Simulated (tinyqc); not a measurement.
What moves the results: model-solid line-up of a strained alloy layer on a substrate. A value that a table varies takes the place of the one given here.

All values of the alloy are linear in x but the gap, Eg(x) = (1 - x) Eg_A + x Eg_B - C x (1 - x), and the valence edge, Ev(x) = (1 - x) Ev_A + x Ev_B + fv C x (1 - x); Ec = Ev + Eg. Ev is the top of the unstrained valence band on a scale common to all materials. In the layer only the Gamma valley of the conduction band is followed, also where an X or L valley would lie lower.

Coherent growth on a (001) face: e_par = (a_s - a)/a, e_perp = -2 (C12/C11) e_par; exx = eyy = e_par, ezz = e_perp, no shear.

Strained edges: Ec + ac tr(e); the valence edges are Ev plus the levels of the 6 x 6 matrix of X, Y, Z times spin with -Dso/3 + l exx + m (eyy + ezz) on the diagonal (cyclic), n exy off it, l = av + 2 b, m = av - b, n = sqrt(3) d. Spin-orbit term (Dso/3) L.sigma on X, Y, Z with (L_k)_ij = -i epsilon_kij: <X+|H|Y+> = -i Dso/3, <X+|H|Z-> = Dso/3, <Y+|H|Z-> = -i Dso/3, <Z+|H|X-> = -Dso/3, <Z+|H|Y-> = i Dso/3, <X-|H|Y-> = i Dso/3, and their conjugates; + and - are the spin along z.

dEc = Ec(substrate) - Ec(layer), dEv = Ev(layer) - Ev(substrate); positive values confine the carrier in the layer. Type I: both of one sign; type II: opposite signs; type III: the gaps do not overlap.

Coherent growth: e_par = (a_s - a)/a. (001): e_perp = -2 (C12/C11) e_par; exx = eyy = e_par, ezz = e_perp, no shear. (111): e_perp = -(2 C11 + 4 C12 - 4 C44)/(C11 + 2 C12 + 4 C44) e_par; exx = eyy = ezz = (2 e_par + e_perp)/3 and exy = eyz = ezx = (e_perp - e_par)/3. (110): e_perp = -(C11 + 3 C12 - 2 C44)/(C11 + C12 + 2 C44) e_par; exx = eyy = (e_par + e_perp)/2, ezz = e_par, exy = (e_perp - e_par)/2, eyz = ezx = 0.

Inputs chosen for the exercise (A near AlAs, B near InAs, substrate near InAs; shifted at random, so the results belong to these values and not to a real crystal): a = (5.667, 6.049) angstrom (lattice constant of A, B); Eg = (3.088, 0.414) eV (gap at Gamma to the s-like level of A, B); Dso = (0.284, 0.387) eV (spin-orbit splitting of A, B); Ev = (-1.34, -0.59) eV (top of the unstrained valence band of A, B); ac = (-5.6, -5.04) eV (conduction deformation potential of A, B); av = (2.46, 0.99) eV (valence hydrostatic potential of A, B); b = (-2.32, -1.77) eV (tetragonal shear potential of A, B); d = (-3.44, -3.58) eV (trigonal shear potential of A, B); C11 = (125, 83.4) GPa (of A, B); C12 = (52.7, 45.6) GPa (of A, B); C44 = (54.3, 39.2) GPa (of A, B); C = 0.579 eV (bowing of the gap); fv = 0.2 (share of the bowing taken by the valence edge); a_s = 6.049 angstrom (substrate); Eg_s = 0.414 eV (lowest gap of the substrate); Ev_s = -0.59 eV (substrate valence edge); face = 001 (growth face); x = 0.62 (fraction of B).

## Composition against offsets

Each composition is strained to the same substrate.

Results:

| x | e_par (%) | relaxed gap (eV) | strained gap (eV) | valence splitting (meV) | dEc (eV) | dEv (eV) | type |
|---|---|---|---|---|---|---|---|
| 0.54 | 2.99 | 1.500 | 1.109 | 291 | -0.604 | -0.091 | I |
| 0.60 | 2.59 | 1.345 | 1.018 | 245 | -0.518 | -0.086 | I |
| 0.67 | 2.13 | 1.168 | 0.912 | 194 | -0.420 | -0.078 | I |
| 0.73 | 1.73 | 1.022 | 0.822 | 153 | -0.339 | -0.069 | I |
| 0.79 | 1.34 | 0.879 | 0.731 | 115 | -0.259 | -0.058 | I |
| 0.85 | 0.96 | 0.741 | 0.641 | 79 | -0.183 | -0.044 | I |
| 0.92 | 0.51 | 0.585 | 0.535 | 40 | -0.096 | -0.025 | I |
| 0.98 | 0.13 | 0.456 | 0.444 | 10 | -0.024 | -0.007 | I |

What can be read from the table?

The layer stays under tension over this range. The strained gap runs from 1.109 to 0.444 eV, against 1.500 to 0.456 eV for the relaxed alloy: strain takes back part of the change that the composition makes. Strains above 2 % can be kept only in layers of a few nanometres. The line-up is type I throughout, with the layer as the barrier. Offsets below about 50 meV are within the spread of parameter sets, so those rows do not settle the type. Where the alloy is indirect its X or L edge, left out, lies lower and sets the real gap and dEc.

## The same layer on three faces

Composition and substrate are kept.

Results:

| face | e_perp (%) | tr(e) (%) | shift of Ec (meV) | shift of Ev (meV) | valence splitting (meV) | gap (eV) |
|---|---|---|---|---|---|---|
| (001) | -2.394 | 2.523 | -132.6 | 173.4 | 230.3 | 0.9878 |
| (111) | -1.387 | 3.530 | -185.4 | 160.0 | 183.7 | 0.9482 |
| (110) | -1.597 | 3.320 | -174.4 | 162.7 | 193.3 | 0.9566 |

How do the results move?

The layer yields most along the normal on (001) and least on (111), so the volume change, and with it the shift of Ec, is largest on (111). The valence splitting, set by b on (001), by d on (111) and by both on (110), is largest on (001). The gaps span 40 meV, from (111) to (001).

## What each parameter does

Strained gap, valence splitting and offsets. Each row changes one parameter from the base and keeps the others.

Results:

| case | gap (eV) | splitting (meV) | dEc (eV) | dEv (eV) |
|---|---|---|---|---|
| base | 0.9878 | 230.3 | -0.4894 | -0.0843 |
| x = 0.64 | 0.9575 | 215.8 | -0.4614 | -0.0821 |
| a_s = 6.029 angstrom | 1.0331 | 195.4 | -0.5077 | -0.1114 |
| C = 0.679 eV | 0.9642 | 230.3 | -0.4706 | -0.0796 |
| fv = 0.4 | 0.9878 | 230.3 | -0.5167 | -0.0571 |
| Ev_s = -0.54 eV | 0.9878 | 230.3 | -0.4394 | -0.1343 |
| C12 = (60.605, 52.44) GPa | 1.0003 | 249.3 | -0.5083 | -0.0780 |
| Dso = (0.327, 0.445) eV | 0.9913 | 226.8 | -0.4894 | -0.0879 |
| b = (-2.668, -2.035) eV | 0.9635 | 269.0 | -0.4894 | -0.0601 |

What can be read from the table?

The largest shifts from the base row, up to three for each result and ties (the steps differ in size, so this ranks the rows, not the parameters). gap (eV): a_s +0.0454, x -0.0303, b -0.0243; unchanged at the printed digits by fv and Ev_s. splitting (meV): b +38.7, a_s -34.9, C12 +19.0; unchanged at the printed digits by C, fv and Ev_s. dEc (eV): Ev_s +0.0500, x +0.0280, fv -0.0273; unchanged at the printed digits by Dso and b. dEv (eV): Ev_s -0.0500, fv +0.0273, a_s -0.0271.

tinyqc: `OMP_NUM_THREADS=1 python tinyqc.py 1081168 1081169 out.jsonl`; about 0.02 s, one thread, shared Intel(R) Xeon(R) Processor @ 2.30GHz.
